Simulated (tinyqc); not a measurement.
## Polarisation charge from two barrier thicknesses

Inverse problem. Voff = phiB - dEc - q sigma d/(eps0 eb). Find sigma, phiB - dEc and the thickness at which Voff = 0.

Constants: q = 1.602176634e-19 C, eps0 = 8.8541878128e-14 F/cm where lengths are in cm. Results are converted to the units shown.

Voff at d = 15 and 40 nm (V): [-5.3592972, -15.371459]
eb = 9.38

Answer. Voff is a straight line in d: its slope is -q sigma/(eps0 eb) and its intercept phiB - dEc.

sigma = 2.076e13 cm^-2
phiB - dEc = 0.6480 V
thickness for Voff = 0 = 1.618 nm

Program tinyqc, `OMP_NUM_THREADS=1 python tinyqc.py 2180156 2180157 out.jsonl`; Intel Xeon 2.30GHz, shared host, one thread, about 0.01 s.
